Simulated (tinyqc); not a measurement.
One rectangular barrier with mass mismatch, transfer matrices: one step of the calculation.

One electron of energy E comes from the left lead (band edge 0); no transverse momentum. Parabolic bands, masses in units of m0, C = hbar^2/(2 m0); psi and psi'/m are continuous at every interface. The right lead equals the left one.

Question. Transmission and reflection. The matrix M carries (psi, psi'/m) across the stack, and v = k/m in each lead. psi = 1 + r at the left edge (incident amplitude 1) and t at the right edge. With det M = 1, a = i vR M11 - M21 and b = -vL vR M12 - i vL M22: t = 2 i vL/(a - b), r = -(a + b)/(a - b), T(E) = (vR/vL) |t|^2, R(E) = |r|^2.

M of layer 1:

|  | 1 | 2 |
|---|---|---|
| 1 | 0.19734786 | 0.17361222 |
| 2 | -5.5356347 | 0.19734786 |

vL = 11.035640 1/nm
vR = 11.035640 1/nm

Wanted: t; r; T(E); R(E).

Answer.

t = 0.1316+0.8058i
r = 0.5698-0.0930i
T(E) = 0.6666
R(E) = 0.3334

T(E) + R(E) = 1: the current is conserved.

Range of the model: Masses are held fixed, although real bands cease to be parabolic a few tenths of an eV from their edges (inside a barrier too).

Program tinyqc, `OMP_NUM_THREADS=1 python tinyqc.py 2560027 2560028 out.jsonl`; Intel Xeon 2.30GHz, shared host, one thread, about 0.01 s.
